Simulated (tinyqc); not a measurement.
Two-step dopant diffusion (predeposition and drive-in) with a constant diffusivity. From one set of inputs to another, one input at a time. Computed by tinyqc, a small Python program. Command: `OMP_NUM_THREADS=1 python tinyqc.py 3020261 3020262 out.jsonl dopdiff ladder`. One thread of a shared host (Intel(R) Xeon(R) Processor @ 2.30GHz), about 0.06 s of CPU time with the checks.

Fick diffusion into a half space x > 0 whose background doping C_B is of the opposite type, so that a junction lies where C = C_B.

The inputs printed are set A. Set A is modelled on phosphorus in silicon; the values taken over come from a set modelled on gallium in silicon. Inputs not listed in the table keep their values of set A, so the rows need not describe a real material.

Inputs (values chosen for the exercise, modelled on phosphorus in silicon): prefactor D0 = 4.63 cm^2/s; activation energy E = 3.67 eV; surface concentration C_s = 3.6e+19 1/cm^3; background doping C_B = 3.9e+15 1/cm^3; predeposition temperature T1 = 975 C; predeposition time t1 = 30 min; drive-in temperature T2 = 1000 C; drive-in time t2 = 120 min.

Furnace ramps of the drive-in: none.

Constants: k_B = 8.617333262e-05 eV/K.

Method:
- D = D0 exp(-E/(k_B T)).
- Temperatures in kelvin are T(C) + 273.15.
- Times in seconds are 60 times the minutes.
- (Dt)2 = D2 t2, t2 in seconds.
- C = C_s erfc(x/(2 sqrt(D1 t1))); dose Q = 2 C_s sqrt(D1 t1/pi); the junction solves erfc(z) = C_B/C_s with x_j = 2 z sqrt(D1 t1).
- With a sealed surface and a thin source, C = Q/sqrt(pi (Dt)2) exp(-x^2/(4 (Dt)2)); x_j = 2 sqrt((Dt)2 ln(C(0)/C_B)); gradient at the junction |dC/dx| = C_B x_j/(2 (Dt)2).

Each row keeps all changes above it:
```
input moved                            from       to  junction depth x_j (um)  dose Q (1/cm^2)  gradient at the junction (1/cm^4)
set A                                     -        -                   0.5501       1.4449e+14                         1.0847e+21
surface concentration C_s (1/cm^3)  3.6e+19  3.2e+18                   0.4549       1.2843e+13                         8.9688e+20
background doping C_B (1/cm^3)      3.9e+15  3.7e+14                   0.5478       1.2843e+13                         1.0247e+20
predeposition temperature T1 (C)        975      850                   0.4743       1.9233e+12                         8.8724e+19
drive-in temperature T2 (C)            1000     1125                   1.8164       1.9233e+12                         1.7075e+19
drive-in time t2 (min)                  120       30                   0.9804       1.9233e+12                         3.6867e+19
predeposition time t1 (min)              30       20                   0.9599       1.5704e+12                         3.6093e+19
```

Junction depth x_j goes from 0.550 to 0.960, a factor 1.74 in all. The largest single move comes from drive-in temperature T2 (a factor 3.83), and drive-in time t2 works against it (a factor 0.540). Dose Q goes from 1.44e14 to 1.57e12, a factor 0.0109 in all. The largest single move comes from surface concentration C_s (a factor 0.0889). Gradient at the junction goes from 1.08e21 to 3.61e19, a factor 0.0333 in all. The largest single move comes from background doping C_B (a factor 0.114), and drive-in time t2 works against it (a factor 2.16). The single moves hold for this order of the switches; the total does not depend on the order.

Caution (rows set A, surface concentration C_s, background doping C_B): the drive-in budget is under fifteen times D1 t1, so the source is not thin and the Gaussian junction is too shallow. Caution (rows set A): the surface value exceeds the intrinsic carrier density during the drive-in as well. Caution (rows set A, predeposition temperature T1, drive-in temperature T2, drive-in time t2, predeposition time t1): C_s exceeds the intrinsic carrier density of silicon at the predeposition temperature (2e18 to 1e19 per cm^3), where real diffusivities rise with concentration and profiles turn box-like.

Extremes, crossings and ranges named in words are read from the listed rows.
